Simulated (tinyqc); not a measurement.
Raising U: Hubbard ring of 5 sites, mean field against exact. Computed by the program tinyqc. Command: `OMP_NUM_THREADS=1 python tinyqc.py 110193 110194 out.jsonl`; one thread of a shared host (Intel(R) Xeon(R) Processor @ 2.60GHz), about 4 s.

one-body matrix (hopping and site energies) (eV):
```
         1        2        3        4        5
1   0.0000  -0.6500   0.0000   0.0000  -0.6500
2  -0.6500   0.0000  -0.6500   0.0000   0.0000
3   0.0000  -0.6500   0.0000  -0.6500   0.0000
4   0.0000   0.0000  -0.6500   0.0000  -0.6500
5  -0.6500   0.0000   0.0000  -0.6500   0.0000
```

electrons, up and down: 3  1

Collinear unrestricted mean field (the lowest of 40 random starts) against exact diagonalisation.

Exact and mean-field results (eV):

| U | U/t | E exact | E mean field | mean \|n_up - n_down\| | double occupancy, exact | first gap in the sector |
|---|---|---|---|---|---|---|
| 0.330 | 0.508 | -3.21342 | -3.20544 | 0.400 | 0.110 | 0.889 |
| 0.650 | 1.000 | -3.04470 | -3.01344 | 0.400 | 0.101 | 0.865 |
| 1.300 | 2.000 | -2.74938 | -2.62344 | 0.400 | 0.081 | 0.785 |
| 1.950 | 3.000 | -2.51364 | -2.23344 | 0.400 | 0.064 | 0.694 |
| 2.600 | 4.000 | -2.32867 | -1.84344 | 0.400 | 0.050 | 0.610 |
| 3.900 | 6.000 | -2.07040 | -1.53942 | 0.735 | 0.031 | 0.479 |
| 5.200 | 8.000 | -1.90692 | -1.41082 | 0.767 | 0.020 | 0.392 |
| 7.800 | 12.000 | -1.72025 | -1.28824 | 0.786 | 0.010 | 0.290 |
| 13.000 | 20.000 | -1.55721 | -1.19277 | 0.795 | 3.87e-03 | 0.201 |

In absolute terms mean field is worst at U/t = 6.0, 0.531 eV too high: at small U it is nearly exact, and at large U it still misses the motion of the hole through a fluctuating spin background. Relative to the exact energy its error is 0.2 % at the smallest U, 26 % at most and 23 % at the largest. The double occupancy falls from 0.110 to 0.004.
